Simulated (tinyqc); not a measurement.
Current crowding under a contact, resistor ladder against the transmission-line model: two steps of the calculation.

A metal contact of length d and width W on a thin layer of the same width. The metal has no resistance, the sheet resistance under it equals Rsh, and current enters the layer at the front edge x = 0.

Values chosen for this exercise:
```
symbol,value,unit,meaning
Rsh,26,ohm/sq,sheet resistance of the semiconductor layer
rc,4.6e-7,ohm cm^2,specific contact resistivity
d,0.68,um,contact length
W,21,um,contact width
n,5,,cells
I,5,mA,current
```

Problem 1. Voltages and the share of the current. Cut the contact into n cells of length hc = d/n. Neighbouring cell centres are joined by a = W/(Rsh hc), each centre joins the metal (0 V) by g = W hc/rc, and I enters cell 1 through half a cell: -a v_(i-1) + b_i v_i - a v_(i+1) = I for i = 1 and 0 otherwise, b_i = g + 2 a (g + a at both ends). Rc = v_1/I + 1/(2 a). Cell i passes g v_i to the metal.

a = 5.9389140 S
g = 0.062086957 S
b_i, cell 1 to 5 (S): 6.0010010  11.939915  11.939915  11.939915  6.0010010

Wanted: v_i; share of the current; Rc of the ladder.

Solution 1.

```
cell  v_i (mV)  share of the current (%)
1       17.094                    21.226
2       16.431                    20.403
3       15.939                    19.793
4       15.615                    19.389
5       15.453                    19.189
```

Rc of the ladder = 3.5030 ohm

The first cell passes 21.2 % of the current and the last 19.2 %; an even spread would give 20.0 % each.

Problem 2. The transmission-line result. Transfer length Lt = sqrt(rc/Rsh); front resistance Rc = (Rsh Lt/W) coth(d/Lt); end resistance Re = (Rsh Lt/W)/sinh(d/Lt). v(x) = I (Rsh Lt/W) cosh((d - x)/Lt)/sinh(d/Lt) at the cell centres x = (i - 1/2) d/n.

Give: Lt; Rc; Re; v(x).

Solution 2.

Lt = 1.3301 um
Rc = 3.4972 ohm
Re = 3.0851 ohm
v(x), cell 1 to 5 (mV): 17.087  16.424  15.932  15.607  15.446

The ladder's Rc is 0.17 % above this value, with cells 0.10 Lt long.

Computed by the program tinyqc: `OMP_NUM_THREADS=1 python tinyqc.py 2760107 2760108 out.jsonl`, one thread of a shared Intel Xeon 2.30GHz, about 0.01 s for the whole run.
